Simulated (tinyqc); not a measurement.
Impurity strength from the transmission.

Inverse problem. An infinite chain has hopping -t with t = 1.5 eV and site energy 0; E = -2 t cos(k) with E = -1.47 eV. One site has the energy u > 0, so T(E) = 1/[1 + u^2/(4 t^2 sin^2 k)]. Find sin^2 k and u.

T(E) = 0.88558406

Solution. sin^2 k = 1 - (E/2t)^2, and u = 2 t |sin k| sqrt(1/T(E) - 1).

sin^2 k = 0.7599
u = 0.9400 eV

Numbers from tinyqc (`OMP_NUM_THREADS=1 python tinyqc.py 2660026 2660027 out.jsonl`; about 0.02 s on one thread of a shared Intel Xeon 2.30GHz).
